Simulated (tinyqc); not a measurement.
Equilibrium and kinetic segregation of a solute to boundaries and growing surfaces: one step, computed by the program tinyqc.

Task: Segregation at a growing surface. Two-state exchange during growth, dilute: jump up r_u = nu exp(-E_b/(k_B T_g)), jump back r_d = r_u exp(-E_s/(k_B T_g)), nu = 1e13 1/s. In the time 1/R of one monolayer the share carried up is p = [r_u/(r_u + r_d)] [1 - exp(-(r_u + r_d)/R)]; the tail decays as p^n, length -1/ln p monolayers; the equilibrium limit has p = r_u/(r_u + r_d).

Inputs (values chosen for the exercise, modelled on a solute in a copper line):
```
quantity,value,unit
exchange barrier E_b,1.94,eV
surface segregation energy E_s,0.18,eV
growth temperature T_g,550,K
growth rate,3.3,monolayers/s
```

Constants: k_B = 8.617333262e-05 eV/K.

Give: r_u; r_d; share carried up p; decay length.

Result:

r_u = 1.6724e-05 1/s

r_d = 3.7493e-07 1/s

share carried up p = 5.0677e-06

decay length = 0.082017 monolayers

Exchange is slow against growth: the kinetically limited regime, where cooling or faster growth sharpens the profile.
